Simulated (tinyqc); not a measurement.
# Loss and coupling from a measured resonance

Inverse problem. An all-pass ring of radius Rr has F = FSR/FWHM = pi sqrt(a t)/(1 - a t) and Tmin = (a - t)^2/(1 - a t)^2; it is known to be overcoupled (t < a). a = 10^(-al L/20), L = 2 pi Rr, k2 = 1 - t^2, FSR = lam^2/(ng L). Find ng, al and k2.

Inputs (values chosen for the exercise):
- lam = 1550 nm (cold resonance wavelength)
- Rr = 15 um (ring radius)

FSR = 6.098401129 nm
FWHM = 52.63145017 pm
Tmin (linear) = 0.03982765337

Solution. The finesse gives the product a t, Tmin the difference |a - t|; the spectrum alone cannot tell which is which.

ng = 4.18
al = 10.0 dB/cm
k2 = 0.0320

Program tinyqc, `OMP_NUM_THREADS=1 python tinyqc.py 2650034 2650035 out.jsonl`; Intel Xeon 2.30GHz, shared host, one thread, about 0.01 s.
